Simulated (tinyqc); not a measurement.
Semiconductor laser, carrier and photon rate equations: two steps of the calculation.

Carrier density N and photon density S in one mode: dN/dt = F1 = eta I/(q V) - (A N + B N^2 + C N^3) - vg g S; dS/dt = F2 = G vg g S + G be B N^2 - S/tp, with g = g0 ln(N/Ntr)/(1 + ec S). Output power P = Fo Eph S V/(G tp). No heating, no carrier transport.

Inputs (values chosen for the exercise): active volume V = 5.4e-11 cm^3; confinement factor G = 0.097; group velocity vg = 8.15e9 cm/s; gain coefficient g0 = 2200 1/cm; transparency density Ntr = 2e18 cm^-3; gain compression ec = 2.7e-17 cm^3; photon lifetime tp = 3.6 ps; defect recombination coefficient A = 3.6e7 1/s; radiative coefficient B = 1.4e-10 cm^3/s; Auger coefficient C = 4.3e-30 cm^6/s; share of spontaneous emission into the mode be = 0.00013; injection efficiency eta = 0.8; drive current I = 37 mA.

Constants: q = 1.602176634e-19 C. Results are converted to the units shown.

Problem 1. Threshold. gth = 1/(G vg tp), Nth = Ntr exp(gth/g0), Ith = q V (A Nth + B Nth^2 + C Nth^3)/eta. Above it S is near G tp eta (I - Ith)/(q V). Carrier lifetime at threshold Nth/(A Nth + B Nth^2 + C Nth^3).

Wanted: gth; Nth; Ith; estimate of S; carrier lifetime.

Solution 1.

gth = 351.4 1/cm
Nth = 2.346e18 cm^-3
Ith = 9.850 mA
estimate of S = 8.767e14 cm^-3
carrier lifetime = 2.576 ns

Problem 2. Steady state by Newton steps. Jacobian, with a = g0/(N (1 + ec S)) and d = g/(1 + ec S): J11 = -(A + 2 B N + 3 C N^2) - vg a S, J12 = -vg d, J21 = G vg a S + 2 G be B N, J22 = G vg d - 1/tp. Solve J d = -F and add d to (N, S).

(N, S) at the start (Nth and the estimate of S): N (1e18 cm^-3) 2.346, S (1e15 cm^-3) 0.877

Give: F1, F2; J; (N, S) after iteration 1.

Solution 2.

F1, F2 (1e27 cm^-3/s): [0.059723, -0.0058493]

J (1/ns):

|  | N | S |
|---|---|---|
| F1 | -7.3116 | -2730.2 |
| F2 | 0.63513 | -12.952 |

(N, S) after iteration 1: N (1e18 cm^-3) 2.3552, S (1e15 cm^-3) 0.87436

Program tinyqc, `OMP_NUM_THREADS=1 python tinyqc.py 2840017 2840018 out.jsonl`; Intel Xeon 2.30GHz, shared host, one thread, about 0.01 s.
